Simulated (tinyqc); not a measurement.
# Resistance of a source-drain extension with a graded tip: what changes with what

y runs along the channel, the gate covers y > 0. The doping is N0 for y < y0 and N0 10^(-(y - y0)/la) beyond, uniform over the depth xj. Sheet conductance s(y) = q mu(N) max(N - Nch, 0) xj + (for y > 0) ma Cox Vo, with mu(N) = u0 + (u1 - u0)/(1 + (N/Nr)^au) and Cox = eps0 eox/tox. Current is taken as one-dimensional; depletion of the tip, spreading and the contact are left out. The metallurgical junction lies at yj, where N = Nch.

Inputs (values chosen for the exercise); mobility law close to that of electrons in silicon: relative permittivity of the gate insulator (close to aluminium oxide) eox = 9.19; insulator thickness tox = 6.8 nm; active doping of the extension far from the gate N0 = 6.5e19 cm^-3; lateral abruptness la = 3.3 nm/decade; position under the gate where the fall begins (gate edge at 0) y0 = 0.4 nm; depth of the extension xj = 30 nm; channel doping Nch = 2.9e18 cm^-3; spacer length Ls = 17 nm; gate overdrive Vo = 0.38 V; mobility of the gate-induced layer ma = 250 cm^2/(V s); mobility at low doping u1 = 1414 cm^2/(V s); mobility at high doping u0 = 68.5 cm^2/(V s); reference doping Nr = 9.2e16 cm^-3; exponent au = 0.711; gate length Lg = 60 nm.

Constants: q = 1.602176634e-19 C, eps0 = 8.8541878128e-14 F/cm where lengths are in cm. Results are converted to the units shown.

Each table varies one quantity; the others keep the values above.

## Abruptness at a fixed junction position

R_spacer = integral of dy/s from -Ls to 0, R_ov from 0 to yj, R_channel = (Lg - 2 yj)/(ma Cox Vo), R_total = 2 R_spacer + 2 R_ov + R_channel. Electrical length L_eff = ma Cox dR_total/d(1/Vo); R_series = R_total - L_eff/(ma Cox Vo). y0 is moved with la so that yj stays at 4.8567 nm.

The same in every row: yj (nm) = 4.857; R_channel (ohm um) = 442.4.

Abruptness at a fixed junction position:
```
la (nm/decade)  R_spacer (ohm um)  R_ov (ohm um)  R_total (ohm um)  L_eff (nm)  R_series (ohm um)
1                           7.026          4.384             465.2       50.60              20.05
2.3                         7.026          7.592             471.6       50.99              23.09
3.6                         7.026          10.80             478.0       51.37              26.12
4.9                         7.397          13.68             484.5       51.74              29.33
6.1                         8.326          15.85             490.7       52.07              32.66
7.4                         9.853          17.81             497.7       52.40              36.73
8.7                         11.83          19.47             505.0       52.71              41.31
10                          14.18          20.90             512.5       52.99              46.38
```

What does the table show?

As la goes from 1 to 10 nm/decade, R_total rises from 465 to 513 ohm um, R_spacer rises from 7.03 to 14.2 ohm um and R_ov rises from 4.38 to 20.9 ohm um. R_total changes on average by 5.26 ohm um for each nm/decade. L_eff exceeds the metallurgical length by 0.315 nm in the first row and 2.70 nm in the last, since the gate also controls the lightly doped tips.

## Effect of the gate overdrive

Same model as above.

The same in every row: yj (nm) = 4.857; R_spacer (ohm um) = 7.026.

Effect of the gate overdrive:
```
Vo (V)  R_ov (ohm um)  R_channel (ohm um)  R_total (ohm um)  L_eff (nm)  R_series (ohm um)
0.15            14.46                1121              1164       50.74              32.88
0.3             11.12               560.3             596.6       51.11              27.14
0.45            9.332               373.5             406.3       51.42              24.27
0.6             8.157               280.2             310.5       51.70              22.48
0.75            7.302               224.1             252.8       51.95              21.22
0.9             6.642               186.8             214.1       52.18              20.29
1.05            6.113               160.1             186.4       52.39              19.57
1.2             5.675               140.1             165.5       52.59              19.00
```

Read the table: what changes, and by how much?

As Vo goes from 0.15 to 1.2, R_total falls from 1160 to 165 ohm um, L_eff rises from 50.7 to 52.6 nm and R_series falls from 32.9 to 19.0 ohm um. Both extracted quantities depend on the overdrive at which they are taken.

tinyqc, about 0.04 s, one thread, Intel Xeon 2.30GHz (shared host): `OMP_NUM_THREADS=1 python tinyqc.py 2282290 2282291 out.jsonl`
